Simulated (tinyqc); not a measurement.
Resistance of a tapered via with liner, size effect and interface: two steps of the calculation.

A round via whose diameter grows from db at the bottom as D(z) = db + 2 z/tan(ang). The fill, of diameter D - 2 tl, starts above the bottom liner (thickness fb tl) and has rho = rho0 (1 + ks lam/(D - 2 tl)); the sidewall liner conducts in parallel with it. The bottom liner and the interface are crossed over the full area pi db^2/4. Spreading in the lines above and below is left out.

Values chosen for this exercise; fill metal close to cobalt: diameter at the bottom db = 11 nm; height hv = 19 nm; sidewall angle ang = 86 degrees; bulk resistivity of the fill rho0 = 6.34 uohm cm; mean free path of the fill lam = 12 nm; size-effect factor ks = 1.5; liner on the sidewall tl = 1.6 nm; liner at the bottom over that on the sidewall fb = 1; resistivity of the liner rl = 350 uohm cm; interface resistivity at the bottom ri = 7.6e-12 ohm cm^2; ballistic conductance per area, about 3/(4 rho0 lam) Sb = 1e15 S/m^2.

Problem 1. Slices of the via. Slices between z0 = fb tl and hv, evaluated at their midpoints: conductance per length pi/4 [(D - 2 tl)^2/rho + (D^2 - (D - 2 tl)^2)/rl], slice resistance = slice height over that. 6 slices.

Give: z; D; rho; slice resistance.

Solution 1.

```
slice  z (nm)  D (nm)  rho (uohm cm)  slice resistance (ohm)
0       3.050   11.43          20.21                   10.47
1       5.950   11.83          19.56                   9.239
2       8.850   12.24          18.97                   8.204
3       11.75   12.64          18.42                   7.323
4       14.65   13.05          17.93                   6.570
5       17.55   13.45          17.47                   5.921
```

Problem 2. Total resistance. R_fill = sum of the slices; R_bottom = rl fb tl/(pi db^2/4); R_interface = ri/(pi db^2/4); ballistic (Sharvin) limit 1/(Sb pi (db - 2 tl)^2/4); ideal cylinder rho0 hv/(pi db^2/4).

slice resistance, slice 0 to 5 (ohm): [10.466038, 9.2390251, 8.2036302, 7.3234021, 6.5699328, 5.9208616]

Find: parts; R; shares; ballistic limit; ideal cylinder.

Solution 2.

parts (ohm): fill 47.72, bottom liner 58.93, interface 7.997
R = 114.6 ohm
shares (%): fill 41.63, bottom liner 51.40, interface 6.98
ballistic limit = 20.93 ohm
ideal cylinder = 12.68 ohm

The bottom liner is the largest part, and R is 9.04 times the ideal cylinder. With 2000 slices R = 114.68 ohm.

Program tinyqc, `OMP_NUM_THREADS=1 python tinyqc.py 2750107 2750108 out.jsonl`; Intel Xeon 2.30GHz, shared host, one thread, about 0.01 s.
